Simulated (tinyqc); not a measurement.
Worked calculation: Fermi-Dirac statistics of conduction electrons. Values are carried at full precision from step to step, so a last printed digit may differ when a step is redone from the rounded ones.

Constants: hbar^2/2m0 = 3.80998211 eV angstrom^2; kB = 8.617333262e-05 eV/K; e^2/(4 pi eps0) = 14.39964547 eV angstrom.

Values chosen for the exercise (near those of GaAs, lowest valleys alone; shifted at random, so the results belong to these values and not to a real crystal): m = 0.0707 m0 (density-of-states mass of the conduction band); T = 300 K; n = 9.9e+18 1/cm^3 (electron density); eps = 13.7 (static dielectric constant); alpha = 0.62 1/eV (non-parabolicity); mh = 0.484 m0 (heavy-hole mass); Eg = 1.397 eV (gap).

## Reduced density

N = 2 (m kB T/(4 pi c))^(3/2) with c = hbar^2/2m0, in 1/angstrom^3; times 1e24 for 1/cm^3; u = n/Nc.

kT = 0.025852 eV
Nc = 4.7174e+17 1/cm^3
u = n/Nc = 20.98621

## Reduced Fermi level by five rules

F_j(eta) = (1/Gamma(j + 1)) integral_0^infinity x^j dx/(1 + exp(x - eta)), which tends to exp(eta) for eta << 0.

With u = n/Nc: Boltzmann eta = ln u; Joyce-Dixon eta = ln u + u/sqrt(8) - 4.95009e-3 u^2 + 1.48386e-4 u^3 - 4.42563e-6 u^4; Nilsson eta = ln u/(1 - u^2) + v/(1 + (0.24 + 1.08 v)^-2) with v = (3 sqrt(pi) u/4)^(2/3); fully degenerate limit eta = v; exact: F_1/2(eta) = u.

Find eta = (EF - Ec)/kT by each rule.

eta: Boltzmann 3.044, Joyce-Dixon 8.797, Nilsson 9.103, degenerate 9.198, exact 9.107

Against the exact value the errors are Boltzmann -6.063, Joyce-Dixon -0.311, Nilsson -0.004, degenerate limit +0.091 (in kT).

## Exact eta by Newton steps

Solve ln F_1/2(eta) = ln u from the Boltzmann value; dF_1/2/d eta = F_-1/2, so the step is -ln(F_1/2/u) F_1/2/F_-1/2. Stop below 1e-9.

Newton steps:

| step | eta | F_1/2 | F_-1/2 | step taken |
|---|---|---|---|---|
| 1 | 3.043866 | 4.56920 | 1.86920 | 3.73 |
| 2 | 6.770525 | 13.6177 | 2.90622 | 2.03 |
| 3 | 8.797067 | 19.9448 | 3.32765 | 0.305 |
| 4 | 9.102141 | 20.9689 | 3.38624 | 0.00511 |
| 5 | 9.107252 | 20.9862 | 3.38721 | 1.38e-06 |
| 6 | 9.107254 | 20.9862 | 3.38721 | 9.97e-14 |

Converged in 6 steps.

## Mean energy, Einstein relation and screening

eta = 9.10725

Mean kinetic energy <E> = (3/2) kT F_3/2/F_1/2; D/mu = (kT/e) F_1/2/F_-1/2; dn/dEF = (Nc/kT) F_-1/2; screening length L = (4 pi (e^2/(4 pi eps0)) (dn/dEF)/eps)^(-1/2), with dn/dEF in 1/(angstrom^3 eV) (1/cm^3 = 1e-24/angstrom^3).

F_-1/2, F_1/2, F_3/2: 3.387  20.99  80.90

<E> = 149.48 meV
D/mu = 160.17 mV
dn/dEF = 6.181e+19 1/(cm^3 eV)
L = 35.00 angstrom

The gas is degenerate. D/mu is 6.196 times kT/e and <E> is 3.855 times (3/2) kT; the Debye formula, with n/kT in place of dn/dEF, would give L = 14.06 angstrom.

## Fermi level in the non-parabolic band

Non-parabolic band E (1 + alpha E) = c k^2/m: n = Nc (2/sqrt(pi)) integral_0^infinity sqrt(x (1 + a x)) (1 + 2 a x) dx/(1 + exp(x - eta)) with a = alpha kT and eta = (EF - Ec)/kT; a = 0 gives n = Nc F_1/2(eta).

Solve for eta at the same n.

a = 0.01603
eta = 7.981
EF - Ec = 206.31 meV

The extra states lower EF by 29.13 meV against the parabolic band.

## Burstein-Moss edge

Vertical transitions from the heavy-hole band reach half-empty states at the k where the conduction energy equals EF: k^2 = E (1 + alpha E) m/c with E = EF - Ec and c = hbar^2/2m0; edge = Eg + E + c k^2/mh. Gap narrowing by many-body effects is left out.

k = 0.06571 1/angstrom
hole energy = 0.0340 eV
edge = 1.6373 eV

The edge moves up by 240.3 meV, of which the valence band supplies 14 %.

## Checks

- Non-parabolic integral at a = 0 against F_1/2(2): both 2.823721.
- F_1/2(40) against the Sommerfeld form (4/(3 sqrt(pi))) eta^(3/2) (1 + pi^2/(8 eta^2)): both 190.45.

tinyqc: `OMP_NUM_THREADS=1 python tinyqc.py 1681152 1681153 out.jsonl`; about 0.01 s, one thread, shared Intel(R) Xeon(R) Processor @ 2.30GHz.
